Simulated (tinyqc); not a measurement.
One-dimensional ballistic tunnel FET, two-band WKB: two steps of the calculation.

A p-type source for x < 0 with its Fermi level at 0 and its valence edge at ds; in the channel the bands fall as D exp(-x/lam) towards their flat values, with the conduction edge at Ec = ds - dP and D = dP + Eg. The gate moves dP one to one. The drain Fermi level lies at -Vd and the drain side reflects nothing. For w = E - Ec between 0 and dP an electron crosses the gap. Two-band dispersion with equal masses m: inside the gap kappa = sqrt(m u (1 - u/Eg)/C), u the distance from a band edge, C = hbar^2/(2 m0).

Inputs (values chosen for the exercise); band and dielectric values close to those of In0.53Ga0.47As:
```
symbol,value,unit,meaning
Eg,0.727,eV,band gap
m,0.04,m0,band-edge mass of the two-band model
lam,3.5,nm,screening length of the source junction
dP,0.22,eV,tunnelling window Ev(source) - Ec(channel)
w0,0.076,eV,energy above the channel conduction edge
nc,7,,cells of the path
```

Constants: q = 1.602176634e-19 C, hbar = 1.054571817e-34 J s, m0 = 9.1093837015e-31 kg, hbar^2/(2 m0) = 0.0380998212 eV nm^2. Results are converted to the units shown.

Problem 1. The path through the gap by the midpoint rule. At w = w0 the path runs from xa = lam ln(D/(w + Eg)) to xb = lam ln(D/w); u(x) = w + Eg - D exp(-x/lam) is the height above the valence edge. Cut it into nc equal cells: S = 2 (cell width) times the sum of kappa at the centres.

Give: xa; xb; x; u; kappa; S.

Solution 1.

xa = 0.57731 nm
xb = 8.8290 nm

```
cell  x (nm)   u (eV)  kappa (1/nm)
0     1.1667  0.12445       0.32908
1     2.3455  0.31848       0.43346
2     3.5243  0.45703       0.42212
3     4.7031  0.55596       0.37057
4     5.8820  0.62660       0.30141
5     7.0608  0.67704       0.22101
6     8.2396  0.71306       0.11981
```

S = 5.1808

Problem 2. The exponent in closed form. S(w) = 2 lam int_0^Eg kappa(u) du/(w + Eg - u) = 2 pi lam sqrt(m/(C Eg)) [w + Eg/2 - sqrt(w (w + Eg))], T(w) = exp(-S). The common triangular estimate is S = (4/3) lam sqrt(m/C) Eg^1.5/(dP + Eg) for all w.

Find: S(w0); T(w0); triangular S.

Solution 2.

S(w0) = 5.086
T(w0) = 0.006181
triangular S = 3.130

tinyqc, about 0.01 s, one thread, Intel Xeon 2.30GHz (shared host): `OMP_NUM_THREADS=1 python tinyqc.py 2620136 2620137 out.jsonl`
